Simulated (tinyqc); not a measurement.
Which input was changed? Model: spin coating of a resist or spin-on film: centrifugal thinning, evaporation and the final thickness (Emslie and Meyerhofer models). Computed by tinyqc, a small Python program. Command: `OMP_NUM_THREADS=1 python tinyqc.py 3110658 3110659 out.jsonl spincoat which`. One thread of a shared host (Intel(R) Xeon(R) Processor @ 2.30GHz), about 1 s of CPU time with the checks.

A Newtonian film stays uniform over the wafer; solvent and solids have the same density and the concentration is uniform through the thickness.

Inputs (values chosen for the exercise, of the order of those of a polymer resist in an ester solvent):
```
quantity                                 value          unit
solids volume fraction c0                 0.13             -
kinematic viscosity of the solvent nu_s   0.78        mm^2/s
viscosity constant k                       400        mm^2/s
viscosity exponent gamma                   3.3             -
spin speed f                              1500           rpm
evaporation rate at 1000 rpm e0           0.24  micrometre/s
starting thickness h0                      900    micrometre
wafer radius R                             100            mm
shrinkage in the bake                       14             %
```

Method:
- omega = 2 pi f/60; nu(c) = nu_s + k c^gamma; evaporation rate e = e0 sqrt(f/1000 rpm).
- Flow constant K = 2 omega^2/(3 nu(c0)); Reynolds number of the air omega R^2/nu_air with nu_air = 15 mm^2/s.
- Meyerhofer estimate: flow rules until (1 - c0) K h^3 = e, then evaporation alone: h_w = (e/((1 - c0) K))^(1/3), dry film c0 h_w.
- Full model for solids s and liquid l per area, h = s + l, c = s/h: ds/dt = -c Q, dl/dt = -(1 - c) Q - e, Q = 2 omega^2 h^3/(3 nu(c)); integrated adaptively (relative tolerance 1e-9) until l = 0.
- Dry film = s at l = 0, before the bake; film after the bake = s x (1 - shrinkage).

Task: One of these inputs alone was changed, within the range given: solids volume fraction c0 (0.065 to 0.26); kinematic viscosity of the solvent nu_s (0.39 to 1.56); viscosity constant k (200 to 800); starting thickness h0 (450 to 1800). Which one, and to what value?

Results:
```
run     dry film, estimate (nm)  time to dry (s)  dry film (nm)
before                 384.1745         11.23809       427.3741
after                  370.0013         10.89155       415.4552
```

Result:

Each candidate set to reproduce dry film, estimate, and what it then gives:
```
candidate                                         range searched  value needed  time to dry (s)  dry film (nm)
solids volume fraction c0                          0.065 to 0.26        0.1267           11.126         410.36
kinematic viscosity of the solvent nu_s (mm^2/s)    0.39 to 1.56        0.6460           10.892         415.46
viscosity constant k (mm^2/s)                         200 to 800         287.5           10.704         404.76
starting thickness h0 (micrometre)                   450 to 1800     no effect                -              -
```

Only kinematic viscosity of the solvent nu_s fits every result: it went from 0.78 to 0.646 mm^2/s. The next best candidate, solids volume fraction c0, misses one result by 2.1 %.
